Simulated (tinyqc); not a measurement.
## Phonon and roughness prefactors from two fields

Inverse problem. At 300 K and high field 1/mu = E^(1/3)/Ap + E^gs/As, E in MV/cm. Find Ap and As.

Parameters, values chosen for the exercise:
- gs = 2 (exponent of the roughness term)

mu at E = 0.56 and 1.02 MV/cm (cm^2/(V s)): [440.29317, 286.67261]

Answer. Two linear equations in 1/Ap and 1/As.

Ap = 427 cm^2/(V s)
As = 920 cm^2/(V s)

Program tinyqc, `OMP_NUM_THREADS=1 python tinyqc.py 2510143 2510144 out.jsonl`; Intel Xeon 2.30GHz, shared host, one thread, about 0.01 s.
